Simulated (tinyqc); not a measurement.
Capillary instabilities by surface diffusion: grooving and agglomeration of films, edge retraction, wire break-up and smoothing of roughness. From groove depth back to temperature T. Computed by tinyqc, a small Python program. Command: `OMP_NUM_THREADS=1 python tinyqc.py 3014156 3014157 out.jsonl dewet inv`. One thread of a shared host (Intel(R) Xeon(R) Processor @ 2.30GHz), about 0.01 s of CPU time with the checks.

Isotropic surface energy; shapes change by surface diffusion alone.

Inputs (values chosen for the exercise, of the order of those of silicon on oxide):

| quantity | value | unit |
|---|---|---|
| surface energy gamma_s | 1.46 | J/m^2 |
| grain-boundary energy gamma_b | 0.61 | J/m^2 |
| interface energy gamma_i | 0.83 | J/m^2 |
| atomic volume Omega | 20 | angstrom^3 |
| surface sites nu | 9.7 | 1/nm^2 |
| prefactor D0 | 3.3e-05 | m^2/s |
| activation energy Q | 2.29 | eV |
| time t | 46 | s |
| film thickness h | 15 | nm |
| grain radius R | 180 | nm |

Grooves: at the surface and the interface.

Constants: k_B = 8.617333262e-05 eV/K; k_B = 1.380649e-23 J/K.

Method:
- B = D_s nu gamma_s Omega^2/(k_B T), D_s = D0 exp(-Q/(k_B T)).
- Groove angle beta: sin(beta) = gamma_b/(2 gamma). For circular grains of radius R with spherical caps the groove ends (measured from the mean surface) at the depth R g(beta), g = (2 - 3 cos beta + cos^3 beta)/(3 sin^3 beta). The film parts if R [g(beta_s) + g(beta_i)] > h.
- Mullins' isolated groove: depth below the flat surface d = 0.780 m (B t)^(1/4), m = tan(beta_s), width between the ridges 4.6 (B t)^(1/4); time to reach h: (h/(0.780 m))^4/B.

Problem. A run gave the result below. Find the temperature T, known to lie between 970 and 1800 K.

groove depth = 4.477858 nm

Solution.

Each step takes the trial c = (a f_b - b f_a)/(f_b - f_a), f being the result less the target and a, b, c the logarithms of the listed values; c replaces end b, the old b replaces a if the sign of f changed, and otherwise f_a is halved.

Scan of the range:

| temperature T (K) | groove depth (nm) |
|---|---|
| 970 | 0.8895 |
| 1080 | 1.7395 |
| 1190 | 2.9980 |
| 1320 | 5.0625 |
| 1460 | 7.9987 |
| 1620 | 12.2155 |
| 1800 | 17.9299 |

False position (Illinois rule, in the logarithm of the input) inside the bracket:

| step | end a | end b | trial | groove depth (nm) |
|---|---|---|---|---|
| 1 | 1190.00 | 1320.00 | 1281.81 | 4.38959 |
| 2 | 1320.00 | 1281.81 | 1286.75 | 4.47361 |
| 3 | 1320.00 | 1286.75 | 1287.22 | 4.48164 |
| 4 | 1286.75 | 1287.22 | 1287.00 | 4.47786 |
| 5 | 1287.22 | 1287.00 | 1287.00 | 4.47786 |

Groove depth rises at every point of a 13-point scan of the range (every second point is shown), so one value fits; it is bracketed by 1190 and 1320. Answer: temperature T = 1287 K.
